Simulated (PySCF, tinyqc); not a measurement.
Inside a calculation. Method: FCI on RHF in the sto-6g basis, frozen core, for BeH+, spin multiplicity 1. The lowest restricted solution is unstable here: a spin-polarised one lies 0.0088 hartree lower (PySCF). One step of it, computed by the program tinyqc.

Problem. FCI: determinants and Hamiltonian. Slater-Condon rules over spin orbitals, with the nuclear repulsion and the energy of the frozen orbital added and E(HF) subtracted on the diagonal. Only determinants linked to the reference directly or through others are kept (one block of an abelian symmetry group), so some states are absent.

one-electron integrals dressed by the frozen orbital, h + 2 (pq|11) - (p1|1q) (hartree), order 2, 3, 4, 5, 6:
$$\begin{pmatrix}
-1.096853 & 0.065105 & 0.000000 & 0.000000 & -0.019191 \\
0.065105 & -0.842254 & 0.000000 & 0.000000 & 0.057346 \\
0.000000 & 0.000000 & -0.774318 & 0.000000 & 0.000000 \\
0.000000 & 0.000000 & 0.000000 & -0.774318 & 0.000000 \\
-0.019191 & 0.057346 & 0.000000 & 0.000000 & -0.712211
\end{pmatrix}$$

energy of the frozen orbital, 2 h_11 + (11|11) = -14.16553439 hartree

Two-electron integrals over orbitals (pq|rs), unique and non-zero (hartree); the lowest 1 orbital is frozen and left out:
```
(22|22) 0.453112    (32|22) -0.065105   (32|32) 0.064762    (33|22) 0.327086
(33|32) 0.032548    (33|33) 0.425187    (42|42) 0.045528    (43|42) 0.034852
(43|43) 0.048309    (44|22) 0.346916    (44|32) 0.042364    (44|33) 0.381591
(44|44) 0.450117    (52|52) 0.045528    (53|52) 0.034852    (53|53) 0.048309
(54|54) 0.024258    (55|22) 0.346916    (55|32) 0.042364    (55|33) 0.381591
(55|44) 0.401601    (55|55) 0.450117    (62|22) 0.019191    (62|32) -0.056918
(62|33) -0.008353   (62|44) -0.070320   (62|55) -0.070320   (62|62) 0.118430
(63|22) -0.057132   (63|32) 0.060724    (63|33) 0.050019    (63|44) 0.037534
(63|55) 0.037534    (63|62) -0.061309   (63|63) 0.077144    (64|42) -0.025189
(64|43) -0.007581   (64|64) 0.022299    (65|52) -0.025189   (65|53) -0.007581
(65|65) 0.022299    (66|22) 0.459421    (66|32) -0.068428   (66|33) 0.355243
(66|44) 0.350964    (66|55) 0.350964    (66|62) 0.043342    (66|63) -0.059457
(66|66) 0.494715
```

nuclear repulsion = 1.14416694 hartree

Hartree-Fock energy = -14.76196210 hartree

Give: determinants; H - E(HF) between determinants.

Solution.

Occupation strings over the orbitals (2 doubly, a alpha, b beta, 0 empty; spin orbitals ordered 1a 1b 2a 2b ...): 220000 2ab000 2a000b 2ba000 2b000a 202000 20a00b 200200 200020 20b00a 200002

H - E(HF) between determinants (hartree):
```
        220000  2ab000  2a000b  2ba000  2b000a  202000  20a00b  200200
220000   0.000   0.000   0.000   0.000   0.000   0.065  -0.057   0.046
2ab000   0.000   0.129   0.000  -0.065   0.057   0.098   0.061   0.035
2a000b   0.000   0.000   0.391   0.057  -0.118   0.061  -0.003  -0.025
2ba000   0.000  -0.065   0.057   0.129   0.000  -0.098   0.028  -0.035
2b000a   0.000   0.057  -0.118   0.000   0.391  -0.061   0.061   0.025
202000   0.065   0.098   0.061  -0.098  -0.061   0.481   0.107   0.048
20a00b  -0.057   0.061  -0.003   0.028   0.061   0.107   0.541  -0.008
200200   0.046   0.035  -0.025  -0.035   0.025   0.048  -0.008   0.642
200020   0.046   0.035  -0.025  -0.035   0.025   0.048  -0.008   0.024
20b00a   0.057   0.028   0.061   0.061  -0.003  -0.107  -0.077   0.008
200002   0.118  -0.061   0.024   0.061  -0.024   0.077  -0.002   0.022

        200020  20b00a  200002
220000   0.046   0.057   0.118
2ab000   0.035   0.028  -0.061
2a000b  -0.025   0.061   0.024
2ba000  -0.035   0.061   0.061
2b000a   0.025  -0.003  -0.024
202000   0.048  -0.107   0.077
20a00b  -0.008  -0.077  -0.002
200200   0.024   0.008   0.022
200020   0.642   0.008   0.022
20b00a   0.008   0.541   0.002
200002   0.022   0.002   0.811
```
